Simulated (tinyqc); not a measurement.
Floating body of a partially depleted SOI transistor: body voltage and kink: one step of the calculation.

Source at 0 V. Channel current Ic = 2 nf K Vt^2 [F(0) - F(Vd)](1 + la Vd), F(V) = ln^2(1 + exp((Vg - VT - nf V)/(2 nf Vt))), VT = VT0 - gb Vb. Saturation voltage Vs = 2 Vt sqrt(F(0)) + 3 Vt, excess Ve = (Vd - Vs + sqrt((Vd - Vs)^2 + 0.0004 V^2))/2, multiplication M1 = Ai Ve exp(-Bl/Ve). Each junction passes D(v) = J1 (exp(v/Vt) - 1) + J2 (exp(v/(2 Vt)) - 1). Bipolar current Ib = bb J1 (exp(Vb/Vt) - 1). The body settles where M1 (Ic + Ib) = D(Vb) + D(Vb - Vd) + Vb/Rb; drain current Id = (1 + M1)(Ic + Ib) - D(Vb - Vd).

Task. New Vb. Current into the body I_in = M1 (Ic + Ib) - D(Vb - Vd), current out I_out = D(Vb) + Vb/Rb; f = ln(I_in/I_out), s = df/dVb by central differences over 1e-5 V, Vb(new) = Vb - f/s.

Parameters, values chosen for the exercise; values of the order met in partially depleted silicon-on-insulator transistors:

| symbol | value | unit | meaning |
|---|---|---|---|
| T | 330 | K | temperature |
| VT0 | 0.32 | V | threshold at zero body voltage |
| gb | 0.15 |  | fall of the threshold per volt of body voltage |
| nf | 1.44 |  | slope factor |
| K | 240 | uA/(V^2 um) | gain factor per width |
| la | 0.08 | 1/V | channel-length modulation factor |
| Ai | 3.55 | 1/V | impact-ionisation prefactor |
| Bl | 4.1 | V | impact-ionisation voltage |
| J1 | 1.3e-12 | uA/um | diffusion saturation current of each junction |
| J2 | 1.7e-7 | uA/um | recombination saturation current of each junction |
| bb | 0.5 |  | gain of the lateral bipolar transistor on the diffusion current |
| Rb | 1e9 | kohm um | resistance of a weak body tie to the source (1e9 stands for no tie, and the term is then dropped) |
| Vg | 0.42 | V | gate voltage |
| Vd | 2.5 | V | drain voltage |

Constants: q = 1.602176634e-19 C, kB = 1.380649e-23 J/K, Vt = kB T/q. Results are converted to the units shown.

Vb at the start = 0.92 V

Wanted: Ic; Ve; M1; I_in; I_out; f; s; Vb after iteration 1.

Result.

Ic = 5.8739 uA/um
Ve = 2.2464 V
M1 = 1.2855
I_in = 101.37 uA/um
I_out = 147.76 uA/um
f = -0.37683
s = -2.4419 1/V
Vb after iteration 1 = 0.76568 V

Range of the model: The multiplication law is an empirical form chosen for the exercise; self-heating and capacitive coupling to the body are left out, and the linear laws are rough once Vb passes about 0.7 V or M1 about 0.1.

tinyqc, about 0.2 s, one thread, Intel Xeon 2.30GHz (shared host): `OMP_NUM_THREADS=1 python tinyqc.py 2182061 2182062 out.jsonl`
